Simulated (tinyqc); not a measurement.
All approximations against the coupling: Froehlich polaron in a polar crystal. Computed by tinyqc, a small Python program. Command: `OMP_NUM_THREADS=1 python tinyqc.py 3013773 3013774 out.jsonl frohlich walk`. One thread of a shared host (Intel(R) Xeon(R) Processor @ 2.30GHz), about 0.04 s of CPU time with the checks.

One electron in a parabolic band of mass m*, coupled to dispersionless LO phonons in the continuum model. Energies are in units of hbar omega unless marked, wave numbers in k_0 = sqrt(2 m* omega/hbar).

Inputs (values chosen for the exercise, modelled on zinc oxide): band mass m* = 0.295 m_0; LO phonon energy hbar omega = 68.7 meV; eps_inf = 3.64; static dielectric constant eps_s = 8.44; electron wave number k/k_0 = 0.39.

Constants: hbar^2/(2 m_0) = 3.80998212 eV angstrom^2; e^2/(4 pi eps_0) = 14.39964548 eV angstrom.

Method:
- 1/eps* = 1/eps_inf - 1/eps_s; k_0 = sqrt(2 m* omega/hbar) = sqrt(m* hbar omega / (hbar^2/(2 m_0))) with m* in m_0; alpha = (e^2/(4 pi eps_0)) k_0/(2 eps* hbar omega); polaron length 1/k_0.
- Feynman's bound: E(v, w) = 3 (v - w)^2/(4 v) - (alpha v/sqrt(pi)) int_0^infinity e^-u D(u)^(-1/2) du, D = w^2 u + ((v^2 - w^2)/v)(1 - e^(-v u)); integrals by 80 Gauss-Legendre points in s from 0 to 1 with u = 40 s^2.
- Minimise over v > w > 0 (simplex search); mass m_p/m* = 1 + (alpha v^3/(3 sqrt(pi))) int u^2 e^-u D^(-3/2) du.
- Other columns: second order -alpha; Landau-Pekar Gaussian -alpha^2/(3 pi); Lee-Low-Pines mass 1 + alpha/6. The polaron energy in meV uses the given hbar omega.

coupling constant alpha = 1.19424

Energies (hbar omega) and masses (m*):
```
alpha  second order    Gaussian   Feynman  Feynman (meV)  mass, LLP  mass, Feynman     v     w
0.3            -0.3  -0.0095493  -0.30113        -20.688       1.05          1.052  3.03  2.96
0.6            -0.6   -0.038197  -0.60459        -41.535        1.1           1.11  3.06  2.92
1.2            -1.2    -0.15279   -1.2190        -83.744        1.2          1.243  3.13  2.84
1.9            -1.9    -0.38303   -1.9496        -133.94     1.3167          1.439  3.23  2.74
3.4            -3.4     -1.2266   -3.5765        -245.70     1.5667           2.12  3.51  2.49
6.4            -6.4     -4.3460   -7.2529        -498.27     2.0667          9.047  5.05  1.76
9.4            -9.4     -9.3753   -12.262        -842.39     2.5667             80  10.9  1.25
12              -12     -15.279   -18.143        -1246.5          3          281.6  18.6  1.13
```

What follows from these numbers?

All three energies are upper bounds (-alpha through the Lee-Low-Pines state), and the Feynman value is the lowest in every row. It lies within 5 % of -alpha up to alpha = 1.9; at alpha = 12 it is 1.19 times the Gaussian value, whose alpha^2 law it approaches with a constant shift of about -3 ln 2 - 3/4 = -2.83 (here -2.86). The mass stays within 10 % of 1 + alpha/6 up to alpha = 1.9 and reaches 282 m* in the last row; w falls from 2.96 towards 1 while v grows to 18.6.

Extremes, crossings and ranges named in words are read from the listed rows.
